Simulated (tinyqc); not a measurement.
Electron mobility of a polar semiconductor by Rode's iterative solution of the Boltzmann equation: one step, computed by the program tinyqc.

The distribution is f(E) + e F l(E) (-df/dE) cos(theta) for a weak field F, theta counted from the force; l(E) is a mean free path. Elastic processes enter by their momentum rate, polar optical phonons by out- and in-scattering terms. One valley only: where upper valleys lie close, measured mobilities are lower. The density n is prescribed, even where a narrow-gap material would have more intrinsic carriers.

Task: Rates on one ladder of the grid. Parabolic band: E = hbar^2 k^2/(2 m), speed v = hbar k/m, states per spin, volume and energy g(E) = m k/(2 pi^2 hbar^2). Masses are multiplied by m_0 and all formulas are in SI units. Phonon occupation N_q = 1/(exp(hbar w/(k_B T)) - 1). Acoustic deformation potential (elastic, equipartition, absorption and emission together): 1/tau = 2 pi k_B T D_A^2 g(E)/(hbar rho v_l^2). Piezoelectric (elastic, unscreened, momentum relaxation): 1/tau = e^2 K^2 k_B T m (1 + 2 alpha E)/(2 pi eps_s eps_0 hbar^3 k), with alpha = 0 for a parabolic band. Singly charged impurities, momentum relaxation: 1/tau = N_I e^4 m (1 + 2 alpha E) Phi/(8 pi (eps_s eps_0)^2 hbar^3 k^3), with alpha = 0 for a parabolic band. Brooks-Herring: Phi = ln(1 + b) - b/(1 + b), b = 4 k^2 L_s^2. Polar optical, unscreened: W = e^2 w (1/eps_inf - 1/eps_s) m (1 + 2 alpha E') ln|(k + k')/(k - k')| / (4 pi eps_0 hbar^2 k), times N_q for absorption (E' = E + hbar w) and N_q + 1 for emission (E' = E - hbar w > 0), with alpha = 0 for a parabolic band; mean cosine of the angle <cos> = (k^2 + k'^2)/(2 k k') - 1/ln|(k + k')/(k - k')|. Energy grid E_j = (j + 1/2) hbar w/s, j = 0, 1, ..., up to (max(eta, 0) + 18) k_B T, so that E_j +/- hbar w are grid points; l = 0 beyond the grid; integrals are sums times the spacing. With f' = f(E'): out-scattering S_o = sum over absorption and emission of W (1 - f')/(1 - f); nu = sum of elastic rates; the in-scattering weights are c+ = W_abs <cos> (1 - f')/(1 - f) for E' = E + hbar w and c- likewise for emission.

Inputs (values chosen for the exercise, modelled on InSb):

| quantity | value | unit |
|---|---|---|
| effective mass m | 0.0131 | m_0 |
| static permittivity eps_s | 16.8 | - |
| high-frequency permittivity eps_inf | 15.7 | - |
| density rho | 5780 | kg/m^3 |
| sound velocity v_l | 3710 | m/s |
| acoustic deformation potential D_A | 8.6 | eV |
| optical phonon energy hbar w | 23.9 | meV |
| piezoelectric coupling K | 0.028 | - |
| temperature T | 500 | K |
| grid points per phonon energy s | 8 | - |

Band: parabolic. Elastic processes: acoustic, piezoelectric, impurity.

reduced Fermi level eta = 0.6406941

ionised impurity density N_I = 2.773585e+17 1/cm^3

screening length L_s = 23.85383 nm

Constants: k_B = 8.617333262e-05 eV/K; k_B = 1.380649e-23 J/K; e = 1.602176634e-19 C; hbar = 1.054571817e-34 J s; m_0 = 9.1093837015e-31 kg; eps_0 = 8.8541878128e-12 F/m; hbar = 6.582119569e-16 eV s.

Give: Points j = s/2, s/2 + s, ... (the first seven rungs, or as many as the grid holds), rates in 1e12/s.

Result:

Points j = s/2, s/2 + s, ... (the first seven rungs, or as many as the grid holds), rates in 1e12/s:

| E (meV) | v (m/s) | nu | S_o | c+ | c- |
|---|---|---|---|---|---|
| 13.44 | 6.0083e+05 | 16.348 | 1.3702 | 0.56448 | 0.00000 |
| 37.34 | 1.0014e+06 | 5.686 | 1.9632 | 0.63796 | 0.33393 |
| 61.24 | 1.2824e+06 | 3.273 | 2.0362 | 0.61654 | 0.57069 |
| 85.14 | 1.5121e+06 | 2.256 | 2.0168 | 0.58550 | 0.68328 |
| 109.04 | 1.7112e+06 | 1.709 | 1.9852 | 0.55882 | 0.74826 |
| 132.94 | 1.8894e+06 | 1.375 | 1.9488 | 0.53800 | 0.78560 |
| 156.84 | 2.0522e+06 | 1.152 | 1.9094 | 0.52182 | 0.80492 |

Points one phonon energy apart are coupled only to each other, so the grid falls into s independent ladders. Caution: the gas is degenerate, and screening of the polar coupling, left out here, would raise the mobility.
